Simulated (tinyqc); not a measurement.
Rayleigh-quotient iteration on a symmetric matrix, step by step. Computed by tinyqc, a small Python program that keeps every step. Settings: method = rayleigh, shift = 0.02. Command: `OMP_NUM_THREADS=1 python tinyqc.py 27464 27465 out.jsonl` (the two numbers bound the seeds that draw the settings). One thread of a shared host (Intel(R) Xeon(R) Processor @ 2.60GHz), about 0.01 s of CPU time with the checks.

## Step 1

A:
```
         1        2       3        4        5        6
1   0.3960   0.1800  0.5810   0.2450  -0.3760  -0.1290
2   0.1800   1.0930  0.6000  -0.6630  -0.1310   1.1120
3   0.5810   0.6000  1.3250   0.3420   0.0320   0.4030
4   0.2450  -0.6630  0.3420   2.4090  -0.0730   0.2270
5  -0.3760  -0.1310  0.0320  -0.0730   3.6340  -0.0770
6  -0.1290   1.1120  0.4030   0.2270  -0.0770   3.9880
```

vector v at the start: 0.4082  0.4082  0.4082  0.4082  0.4082  0.4082

shift = 0.0200

solve (A - shift) w = v; v' = w/|w| with its largest component positive (the first on a tie); lambda = v'^T A v'; the next shift is lambda.

vector after step 1: 0.8814  0.1305  -0.4341  0.0315  0.1184  0.0516

Rayleigh quotient after step 1 = 0.0661

## Step 2

As before.

vector after step 2: 0.8971  -0.0149  -0.4207  -0.0415  0.0983  0.0812

Rayleigh quotient after step 2 = 0.0563

## Course of the iteration

Stop when the residual |A v - lambda v| is below 1e-9.

Steps:
```
step    lambda  residual
1     0.066141  1.38e-01
2     0.056288  1.67e-03
3     0.056269  2.12e-07
4     0.056269  1.57e-16
```

all eigenvalues, for comparison: 0.0563  0.1931  1.7289  2.7051  3.6707  4.4909

Converged in 4 steps.
